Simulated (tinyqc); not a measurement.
Level and width from two currents at zero temperature.

Question. In a resonant-tunnelling diode at zero temperature a sharp resonance at Er = E0 - alpha V between the emitter band edge and Ef carries J = K (pi/2) G Tp (Ef - Er), K = q^3 mw m0/(2 pi^2 hbar^3) (times 1e-4 for A/cm^2 per eV^2), with G its full width and Tp its peak transmission, G Tp taken as constant, and no back flow. Find G Tp and E0.

Inputs (values chosen for the exercise); masses and offsets close to those of InGaAs wells and InP barriers: mass in the well, spacer and contacts mw = 0.041 m0; Fermi energy of both contacts above their band edges Ef = 0.032 eV; share of the bias at the well alpha = 0.4.

Constants: q = 1.602176634e-19 C, hbar = 1.054571817e-34 J s, m0 = 9.1093837015e-31 kg. Results are converted to the units shown.

J at V = 0.05 and 0.11 V (kA/cm^2): 6.6901070  39.457978

Answer. J is linear in V: the slope gives G Tp, and the onset V0, where the line meets zero, gives E0 = Ef + alpha V0.

G Tp = 1.310 meV
E0 = 0.04710 eV

Numbers from tinyqc (`OMP_NUM_THREADS=1 python tinyqc.py 2600021 2600022 out.jsonl`; about 0.08 s on one thread of a shared Intel Xeon 2.30GHz).
